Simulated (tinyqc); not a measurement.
Alloy A(1-x)B(x) by interpolation with bowing: one step. Shares of the electrons in the valleys. Three cases, with inputs chosen for the exercise.

Task: Non-degenerate: n_i proportional to md_i^(3/2) exp(-E_i/kT).

Constants: kB = 8.617333262e-05 eV/K.

Case 1.

Values chosen (out of a larger set: A near Ge, B near Si; not measured data): md = (0.1488, 0.72, 0.65) m0 (density-of-states masses of Gamma, all X and all L valleys); T = 77 K (temperature).

gaps (eV): Gamma 3.292498, X 1.065969, L 1.737088

Case 2.

Values chosen (out of a larger set: A near GaAs, B near InAs; not measured data): md = (0.0437, 0.77, 0.64) m0 (density-of-states masses of Gamma, all X and all L valleys); T = 77 K (temperature).

gaps (eV): Gamma 0.816206, X 1.343741, L 1.378366

Case 3.

Values chosen (out of a larger set: A near GaAs, B near AlAs; not measured data): md = (0.0719, 0.72, 0.52) m0 (density-of-states masses of Gamma, all X and all L valleys); T = 400 K (temperature).

gaps (eV): Gamma 1.593701, X 2.005595, L 1.854855

Give: md^(3/2); (E - E_min)/kT; shares.

Result:

Case 1.

md^(3/2): Gamma 0.0574, X 0.6109, L 0.5240

(E - E_min)/kT: Gamma 335.56, X 0.00, L 101.14

shares: Gamma 0.000, X 1.000, L 0.000

X holds most electrons (100.0 %).

Case 2.

md^(3/2): Gamma 0.0091, X 0.6757, L 0.5120

(E - E_min)/kT: Gamma 0.00, X 79.50, L 84.72

shares: Gamma 1.000, X 0.000, L 0.000

Gamma holds most electrons (100.0 %).

Case 3.

md^(3/2): Gamma 0.0193, X 0.6109, L 0.3750

(E - E_min)/kT: Gamma 0.00, X 11.95, L 7.58

shares: Gamma 0.990, X 0.000, L 0.010

Gamma holds most electrons (99.0 %).

Computed by tinyqc, one run a case: `OMP_NUM_THREADS=1 python tinyqc.py N N+1 out.jsonl` with N = 1050370, 1050378, 1050455; one thread of a shared Intel(R) Xeon(R) Processor @ 2.30GHz, about 0.01 s a run at most.
